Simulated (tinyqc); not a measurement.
Adsorption as a lattice gas: isotherms with interactions, competition, desorption peaks and saturation dose. Changing the pressure p. Computed by tinyqc, a small Python program. Command: `OMP_NUM_THREADS=1 python tinyqc.py 3022990 3022991 out.jsonl adsorb sweep`. One thread of a shared host (Intel(R) Xeon(R) Processor @ 2.30GHz), about 0.01 s of CPU time with the checks.

One adsorbate per site; a molecule needs 1 empty site. Gas and surface have the same temperature.

Inputs (values chosen for the exercise, for a model surface):
```
quantity                             value    unit
desorption energy E                   2.17      eV
prefactor nu                       3.4e+12     1/s
pair energy w (positive repels)     0.0066      eV
neighbours z                             3       -
site density N_s                        12  1/nm^2
molecular mass M                       118       u
sticking coefficient s0             0.0065       -
temperature T                          957       K
blocking by a second gas, K_B p_B      2.1       -
```

Adsorption: molecular (first order).

Constants: u = 1.6605390666e-27 kg; k_B = 1.380649e-23 J/K; k_B = 8.617333262e-05 eV/K.

Method. Flux F = p/sqrt(2 pi M k_B T); k_d = nu exp(-E/(k_B T)); s0 F (1 - theta) = N_s k_d theta, so y = s0 F/(N_s k_d), theta = y/(1 + y). With a second gas on the same sites theta = y/(1 + y + K_B p_B). With u = w/(k_B T). Mean field: theta/(1 - theta) = y exp(-z u theta). Quasi-chemical: theta/(1 - theta) = y [(r - 1 + 2 theta)(1 - theta)/((r + 1 - 2 theta) theta)]^(-z/2) exp(-z u/2), r = sqrt(1 - 4 theta (1 - theta)(1 - exp(-u))).

One run for each value:
```
pressure p (Pa)  Langmuir coverage  coverage, mean field  coverage, quasi-chemical  coverage with the second gas
0.016                       0.0053                0.0053                    0.0053                     1.723e-03
0.074                       0.0242                0.0240                    0.0240                     7.920e-03
0.34                        0.1021                0.0999                    0.1000                     3.538e-02
1.6                         0.3486                0.3308                    0.3309                     1.472e-01
7.4                         0.7122                0.6777                    0.6776                     4.439e-01
34                          0.9192                0.9016                    0.9015                     7.858e-01
160                         0.9817                0.9769                    0.9769                     9.452e-01
740                         0.9960                0.9949                    0.9949                     9.876e-01
3400                        0.9991                0.9989                    0.9989                     9.973e-01
16000                       0.9998                0.9998                    0.9998                     9.994e-01
```

What does the table show, and why?

Over the rows, Langmuir coverage rises from 0.00532 to 1.000 (exponent d ln y / d ln x 0.99 between the first rows and 4.5e-4 between the last); coverage, mean field rises from 0.00532 to 1.000 (exponent d ln y / d ln x 0.98 between the first rows and 5.7e-4 between the last); coverage, quasi-chemical rises from 0.00532 to 1.000 (exponent d ln y / d ln x 0.98 between the first rows and 5.7e-4 between the last). At the low end the exponent of Langmuir coverage is 0.99, close to 1: Henry's law. At the high end the exponent of Langmuir coverage is 0.00, close to 0: saturation.
